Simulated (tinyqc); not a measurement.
Inside a calculation: Tamm state at the end of a one-band chain. Values are carried at full precision from step to step, so a last printed digit may differ when a step is redone from the rounded ones.

A half-infinite chain with site energy 0 and hopping -t, band E = -2t cos(ka); the end site has energy D. The surface Green function of the unperturbed half chain is g = (E -/+ sqrt(E^2 - 4t^2))/(2t^2), the root with |t g| <= 1 and Im g <= 0, and with the shift G = g/(1 - D g).

Parameters, chosen for this exercise: t = 1.21 eV (hopping); D = 2.46 eV (shift of the end site); a = 2.5 angstrom (spacing); N = 8 (sites); E = -1.99 eV (energy in the band).

## The bound state

Amplitudes z^n solve the chain for E = -t (z + 1/z); the end site demands z = -t/D, bound if |z| < 1. Then E = D + t^2/D, weight on the end site 1 - z^2, decay length -a/ln|z|.

z = -0.4919
E = 3.0552 eV
weight on the end site = 0.7581
decay length of the amplitude = 3.523 angstrom

The state lies 0.6352 eV above the band, and its amplitude alternates in sign from site to site.

## A finite chain

Write H for N sites.

H (eV), lower triangle:
```
        1       2       3       4       5       6       7  8
1   2.460
2  -1.210       0
3       0  -1.210       0
4       0       0  -1.210       0
5       0       0       0  -1.210       0
6       0       0       0       0  -1.210       0
7       0       0       0       0       0  -1.210       0
8       0       0       0       0       0       0  -1.210  0
```

## Levels of the finite chain

Diagonalise; give the weight of each level on site 1.

levels (eV): -2.2498  -1.7624  -1.0239  -0.1348  0.7831  1.6009  2.1919  3.0551

weights on site 1: 0.0037  0.0140  0.0290  0.0453  0.0580  0.0586  0.0334  0.7582

The split-off level differs from the half-infinite value by -0.017 meV, the pull of the far end.

## Local density of states in the band

Form g and G at E; the surface density is -Im G/pi, the bulk density 1/(pi sqrt(4t^2 - E^2)).

g = -0.6796-0.4703i 1/eV
G = -0.2784-0.0555i 1/eV

densities (1/eV): clean end 0.1497, shifted end 0.0177, bulk 0.2312

## Checks

- Pole of G, 1 - D g(E) = 0, at the bound level: both 1.00000.

Computed by tinyqc, a small Python program: `OMP_NUM_THREADS=1 python tinyqc.py 1452810 1452811 out.jsonl` (the numbers bound the seed that draws the inputs); one thread of a shared host (Intel(R) Xeon(R) Processor @ 2.30GHz), about 0.01 s for the whole set of steps.
